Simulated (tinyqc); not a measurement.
Interstitial-substitutional diffusion of a fast metal impurity in a wafer (kick-out and dissociative mechanisms): one step, computed by the program tinyqc. Command: `OMP_NUM_THREADS=1 python tinyqc.py 3021934 3021935 out.jsonl kickout walk`. One thread of a shared host (Intel(R) Xeon(R) Processor @ 2.30GHz), about 0.3 s of CPU time with the checks.

The metal moves as an interstitial A_i and dissolves on lattice sites either by kicking out a self-interstitial (A_i = A_s + I) or by filling a vacancy (A_i + V = A_s). With A_i at its solubility, local equilibrium and c = C_s/C_s*, self-interstitials and vacancies obey C_I/C_I* = 1/c and C_V/C_V* = c.

Question. Diffusivity against concentration. In defect-free silicon dc/dt = d/dx [(D_K/c^2 + D_F) dc/dx], c = 1 at both faces. D_K = D_I C_I*/C_s* and D_F = D_V C_V*/C_s*. The two terms are equal at c* = sqrt(D_K/D_F). Take c = 1, 0.5, 0.2, 0.1, 0.03 and 0.01.

Inputs (values chosen for the exercise, loosely like those of a heavy transition metal in silicon): temperature T = 850 C.

D_K = 6.852448e-12 cm^2/s

D_F = 6.072845e-12 cm^2/s

Give: c*; Effective diffusivity (cm^2/s).

Answer.

c* = 1.0623

Effective diffusivity (cm^2/s):
```
c     kick-out term       total
1.00     6.8524e-12  1.2925e-11
0.50     2.7410e-11  3.3483e-11
0.20     1.7131e-10  1.7738e-10
0.10     6.8524e-10  6.9132e-10
0.03     7.6138e-09  7.6199e-09
0.01     6.8524e-08  6.8531e-08
```
